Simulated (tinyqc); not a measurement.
From results back to parameters: Boltzmann transport in a parabolic band with a power-law relaxation time. Three cases, with inputs chosen for the exercise.

Problem. The Seebeck coefficient and the Hall density nH = n/rH are given; md is hidden (a Pisarenko analysis).

F_j(eta) = (1/Gamma(j + 1)) integral_0^infinity x^j dx/(1 + exp(x - eta)), which tends to exp(eta) for eta << 0.

n = N F_1/2(eta) with N = 2 (m kB T/(4 pi c))^(3/2) with c = hbar^2/2m0, in 1/angstrom^3; times 1e24 for 1/cm^3, m = md.

tau = tau0 x^r with x = E/kT. With K_j = Gamma(j + 1) F_j(eta): <tau> = tau0 (r + 3/2) K_(r+1/2)/((3/2) K_(1/2)); mu = <tau>/(mc m0/e), m0/e = 5.685630e-12 kg/C; Hall factor rH = (3/2) K_(1/2) (2r + 3/2) K_(2r+1/2)/((r + 3/2) K_(r+1/2))^2; Seebeck S = -(kB/e) [(r + 5/2) K_(r+3/2)/((r + 3/2) K_(r+1/2)) - eta]; Lorenz number L = (kB/e)^2 [(r + 7/2) K_(r+5/2)/((r + 3/2) K_(r+1/2)) - ((r + 5/2) K_(r+3/2)/((r + 3/2) K_(r+1/2)))^2]; kB/e in V/K. Valley anisotropy is left out of rH.

Constants: hbar^2/2m0 = 3.80998211 eV angstrom^2; kB = 8.617333262e-05 eV/K.

Find: eta; rH; n; md.

Method. S depends on eta alone and |S| falls steadily with it; eta gives rH and so n, and N = n/F_1/2(eta) gives md from N proportional to md^(3/2).

Case 1.

Values chosen (out of a larger set: masses near those of GaAs; tau0 is set for a mobility of the usual size at this n, kL is a free input; freeze-out and phonon drag, which matter near 77 K, are left out; not measured data): r = 1.5 (exponent of tau); T = 77 K.

S = -534.573 microvolt/K
nH = 3.4692e+15 1/cm^3

Solution.

eta = -2.18
rH = 1.902
n = 6.6e+15 1/cm^3
md = 0.070 m0

Case 2.

Values chosen (out of a larger set: masses near those of Si; tau0 is set for a mobility of the usual size at this n, kL is a free input; freeze-out and phonon drag, which matter near 77 K, are left out; not measured data): r = 0.5 (exponent of tau); T = 300 K.

S = -595.068 microvolt/K
nH = 4.9828e+17 1/cm^3

Solution.

eta = -3.90
rH = 1.104
n = 5.5e+17 1/cm^3
md = 1.058 m0

Case 3.

Values chosen (out of a larger set: masses near those of Si; tau0 is set for a mobility of the usual size at this n, kL is a free input; freeze-out and phonon drag, which matter near 77 K, are left out; not measured data): r = -0.5 (exponent of tau); T = 200 K.

S = -137.794 microvolt/K
nH = 2.4627e+19 1/cm^3

Solution.

eta = 1.30
rH = 1.096
n = 2.7e+19 1/cm^3
md = 1.025 m0

Computed by tinyqc, one run a case: `OMP_NUM_THREADS=1 python tinyqc.py N N+1 out.jsonl` with N = 1650411, 1650415, 1650431; one thread of a shared Intel(R) Xeon(R) Processor @ 2.30GHz, about 0.02 s a run at most.
